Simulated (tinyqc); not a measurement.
Surface orientation and number of bands: six-band hole subbands of a thin body in a field.

Basis X, Y, Z times spin, hole energies counted downwards from the unstrained edge (the hydrostatic shift is left out), c = hbar^2/2m0. For a symmetric tensor T let C(T) have C_XX = L Txx + M (Tyy + Tzz), C_XY = N Txy (cyclic), L = c (g1 + 4 g2), M = c (g1 - 2 g2), N = 6 c g3. k = q + kz n, n the unit normal, q = k1 u + k2 v with u along the channel [1-10] and v = n x u. H = C(k k^T) + (Dso/3)(1 - L.sigma) - B + e F z with (L_k)_ij = -i epsilon_kij; B is the block C built from the traceless strain with 2b, -b and sqrt(3) d in place of L, M, N. Strain: exx = eyy = (s11 + s12) sx/2, ezz = s12 sx, exy = -s44 sx/4. Hard walls at z = 0 and t; basis sin(j pi z/t), j = 1 to Nz: kz^2 = (j pi/t)^2, kz = -i D with D_jl = 4 j l/(t (j^2 - l^2)), z_jj = t/2 and z_jl = -8 t j l/(pi (j^2 - l^2))^2 for j + l odd; 1 MV/cm = 0.01 eV/angstrom.

Nz = 14. E1 is the top subband at q = 0, gap the distance to the next pair, and the masses are c q^2/(E(q) - E1) at |q| = 0.02 1/angstrom (mean of the spin pair) along the channel [1-10] and across it in the plane; a dash marks a band that does not rise.

Constants: hbar^2/2m0 = 3.80998211 eV angstrom^2.

Parameters, chosen for this exercise (near those of a p-type Si channel; the results hold for these values, not for the real material):
- g1 = 4.27 (Luttinger gamma1)
- g2 = 0.34 (gamma2)
- g3 = 1.45 (gamma3)
- Dso = 0.044 eV (spin-orbit splitting)
- b = -2.11 eV (tetragonal potential)
- d = -4.78 eV (trigonal potential)
- S = (7.8, -2.14, 12.45) 1/TPa (compliances s11, s12, s44)
- t = 35 angstrom (body thickness)
- F = 0.2 MV/cm (field across the body)
- sx = 1 GPa (stress along the channel [1-10], negative in compression)

Three faces, six bands; and four bands, with Dso set to 1000 eV.

Cases:

| case |
|---|
| (001) 6 bands |
| (001) 4 bands |
| (110) 6 bands |
| (110) 4 bands |
| (111) 6 bands |
| (111) 4 bands |

Rank the cases by E1 (meV), lowest first.

Answer: (111) 6 bands, (111) 4 bands, (110) 6 bands, (110) 4 bands, (001) 6 bands, (001) 4 bands.

Results:

| case | E1 (meV) | gap (meV) | m channel | m across |
|---|---|---|---|---|
| (001) 6 bands | 138.3 | 45.2 | 2.422 | 0.185 |
| (001) 4 bands | 147.5 | 36.4 | 0.976 | 0.193 |
| (110) 6 bands | 84.1 | 33.1 | 0.118 | 0.278 |
| (110) 4 bands | 99.5 | 132.0 | 0.154 | 0.272 |
| (111) 6 bands | 67.3 | 61.6 | 0.634 | 0.152 |
| (111) 4 bands | 82.8 | 128.9 | 0.199 | 0.175 |

With six bands the top subband is shallowest on (111) (67.3 meV) and deepest on (001). Without the stress E1 would be 144.7, 49.5 and 75.8 meV, so the stress moves it by -6.4, 34.6 and -8.5 meV. The lightest channel mass is on (110) (0.118 m0). Dropping the split-off band moves E1 by 9.1, 15.4 and 15.5 meV and the gap by -8.9, 98.8 and 67.3 meV on the three faces, with Dso = 44 meV.

tinyqc: `OMP_NUM_THREADS=1 python tinyqc.py 1282099 1282100 out.jsonl`; about 0.4 s, one thread, shared Intel(R) Xeon(R) Processor @ 2.30GHz.
